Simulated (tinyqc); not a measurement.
Worked calculation: k.p values derived from sp3s* tight binding at Gamma. Values are carried at full precision from step to step, so a last printed digit may differ when a step is redone from the rounded ones.

At Gamma the states are two-level mixtures: s-like S+ (upper) and S- (lower) from [[Esa, Vss], [Vss, Esc]], p-like P- (valence) and P+ from [[Epa, Vxx], [Vxx, Epc]], and the bare s* levels. With real k in 1/angstrom and kz = 0, the phase sums over the four bonds are g0 = 1 - (a k/4)^2/2, g1 = i a kx/4, g3 = -(a/4)^2 kx ky to second order. Each mixture is written (anion, cation) with the anion part positive. c = hbar^2/2m0. No spin-orbit coupling.

Constants: hbar^2/2m0 = 3.80998211 eV angstrom^2.

Inputs chosen for the exercise (near a published set for InAs, fitted to gaps, whose masses and valley positions are rough; not measured data):
- Esa = -9.533 eV (s level of the anion)
- Esc = -2.743 eV (s level of the cation)
- Epa = 0.906 eV (p level of the anion)
- Epc = 3.732 eV (p level of the cation)
- Vss = -5.629 eV (s-s)
- Vxx = 1.845 eV (px-px)
- a = 6.064 angstrom (lattice constant)
- Vsapc = 3.034 eV (s anion, p cation)
- Vscpa = 5.438 eV (s cation, p anion)
- Vxapc = 3.368 eV (s* anion, p cation)
- Vpaxc = 3.872 eV (p anion, s* cation)
- Exa = 7.382 eV (s* level of the anion)
- Exc = 6.711 eV (s* level of the cation)
- Vxy = 4.433 eV (px-py)

## States at Gamma

Solve the two blocks.

States:
```
state      E (eV)  anion part  cation part
S-     -12.711558   0.8707649    0.4916996
P-      -0.004918   0.8966674   -0.4427048
S+       0.435558   0.4916996   -0.8707649
P+       4.642918   0.4427048    0.8966674
```

## Linear terms and the Kane energy

<s state|dH/dkx|x state> = i P with P = (a/4)(sa pc Vsapc + sc pa Vscpa), sa, sc and pa, pc being the parts of the two states; for s* on the anion P = (a/4) pc Vxapc, on the cation (a/4) pa Vpaxc. Ep = P^2/c for S+ to P-.

Couplings:
```
pair       P (eV angstrom)  E(first) - E(second) (eV)
S+ to P-         -7.438029                   0.440476
S+ to P+         -1.150100                  -4.207360
S- to P-          1.861622                 -12.706640
s*a to P-        -2.260401                   7.386918
s*c to P-         5.263395                   6.715918
```

Ep = 14.521 eV

The two terms of S+ to P- have the same sign and add: S+ and P- both change sign from anion to cation. An on-site momentum element between s and p, which real atoms have, is absent from this model.

## Electron mass

m0/m = [<S+|d2H/dkx^2|S+>/2 + sum P^2/(E(S+) - E(P))]/c over P- and P+, with the direct term -(a/4)^2 sa sc Vss.

parts of m0/m: direct -1.454, from P- 32.966, from P+ -0.083

mass = 0.0318 m0

The valence band supplies 105 % of m0/m; the direct term, which stands in for the free-electron 1, is -1.45. Sets of this kind were fitted to gaps and often give too heavy a mass, by up to a factor of two.

## Valence parameters L, M, N and the Luttinger values

Direct terms d0 = -(a/4)^2 pa pc Vxx, dN = -2 (a/4)^2 pa pc Vxy for P-. F = sum P^2/(E(P-) - E(s)) over S+, S-, s*a, s*c. The y state of P- couples to the z state of P+ through Q = (a/4) Vxy (pa p'c - pc p'a), primes for P+, and H1 = Q^2/(E(P-) - E(P+)). L = d0 + F, M = d0 + H1, N = dN + F + H1; g1 = -(L + 2M)/(3c), g2 = -(L - M)/(6c), g3 = -N/(6c).

d0, dN, F, Q, H1 (eV angstrom^2; Q in eV angstrom): [1.6832, 8.0886, -130.1451, 6.7204, -9.7172]

L, M, N (eV angstrom^2): [-128.462, -8.034, -131.774]

g1, g2, g3: [12.645, 5.268, 5.764]

Along [100] the masses without spin-orbit coupling are c/|L| = 0.030 (one band) and c/|M| = 0.474 (two bands).

## Checks

- Electron mass against a finite difference of the full bands: 0.03182 against 0.03183.
- L and M against finite differences along [100]: largest relative difference 2.7e-04.
- Lowest curvature along [111], (L + 2M + 2N)/3, against a finite difference: -136.03 against -135.99.

Program tinyqc; command `OMP_NUM_THREADS=1 python tinyqc.py 1480721 1480722 out.jsonl`; about 0.01 s on one thread of a shared Intel(R) Xeon(R) Processor @ 2.30GHz.
